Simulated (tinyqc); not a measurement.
## Line constants from open and short measurements

Problem. A uniform line of length len, under a quarter wavelength, has Z_open = Zc coth(gamma len) and Z_short = Zc tanh(gamma len); gamma Zc = r + i w l and gamma/Zc = g + i w c, w = 2 pi f. Find r, l and c.

Inputs (values chosen for the exercise): length len = 0.67 mm; frequency f = 2.3 GHz.

Zin with the far end open = 6.32142-803.57531i ohm
Zin with the far end shorted = 6.9094576+2.5000827i ohm

Answer. The product of the two impedances is Zc^2 and their ratio tanh^2(gamma len); the principal branch holds below a quarter wavelength.

r = 10.29 ohm/mm
l = 0.2600 nH/mm
c = 128.4 pF/m

tinyqc, about 0.01 s, one thread, Intel Xeon 2.30GHz (shared host): `OMP_NUM_THREADS=1 python tinyqc.py 2810104 2810105 out.jsonl`
